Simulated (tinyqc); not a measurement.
Small-signal admittance of a forward-biased p+-n diode: two steps of the calculation.

Holes injected into a neutral base of width wb with an ohmic contact at its end; low injection, p0 far above the equilibrium density. A small voltage v exp(i w t), w = 2 pi f, modulates the edge density by p0 v/Vt, and the small-signal density obeys Dp d2p/dx2 = (1/tau + i w) p.

Inputs (values chosen for the exercise); permittivity close to that of silicon:
```
symbol   value    unit                                   meaning
T          275       K                               temperature
eps_r     11.7                             relative permittivity
Nd      1.8e16   cm^-3                 donor density of the base
Dp         5.3  cm^2/s                hole diffusion coefficient
tau       4e-7       s                             hole lifetime
wb           2      um                 width of the neutral base
p0      4.1e13   cm^-3  excess hole density at the junction edge
Na        5e19   cm^-3           acceptor density of the p+ side
f          2e6      Hz                          signal frequency
```

Constants: q = 1.602176634e-19 C, kB = 1.380649e-23 J/K, Vt = kB T/q, eps0 = 8.8541878128e-14 F/cm where lengths are in cm. Results are converted to the units shown.

Task 1. Closed-form admittance. L = sqrt(Dp tau); direct current J = (q Dp p0/L) coth(wb/L); k = sqrt(1 + i w tau)/L; diffusion admittance Y = (q Dp p0/Vt) k coth(k wb) = G + i w C_diff; junction capacitance C_j = sqrt(q eps0 eps_r Nd/(2 Vr)) in the depletion approximation, with the remaining barrier Vr = Vt ln(Na/p0), a rough value under forward bias; base-width modulation is left out.

Give: L; J; k wb; Y; C_diff; C_j.

Result 1.

L = 14.56 um
J = 0.1752 A/cm^2
k wb = 0.2404+0.1973i
Y = 7.393+0.232i S/cm^2
C_diff = 0.01843 uF/cm^2
C_j = 0.06707 uF/cm^2

G is 1.00 times its low-frequency value J/Vt, and C_diff is 0.275 times C_j.

Task 2. The same by finite differences. 9 equal intervals, h = wb/9; u = small-signal density over its edge value, u_0 = 1, u_9 = 0; u_(i-1) + b u_i + u_(i+1) = 0 with b = -2 - h^2 (1/tau + i w)/Dp; Y = (q Dp p0/(Vt h)) (-b/2 - u_1), which includes the half box at the edge.

Find: b; u; Y on the mesh.

Result 2.

b = -2.0002-0.0012i
u, node 1 to 8: [0.88828-0.00294i, 0.77677-0.00484i, 0.66545-0.00583i, 0.55429-0.00605i, 0.44327-0.00561i, 0.33235-0.00466i, 0.22152-0.00332i, 0.11075-0.00173i]
Y on the mesh = 7.3936+0.2331i S/cm^2

Computed by the program tinyqc: `OMP_NUM_THREADS=1 python tinyqc.py 2890136 2890137 out.jsonl`, one thread of a shared Intel Xeon 2.30GHz, about 0.01 s for the whole run.
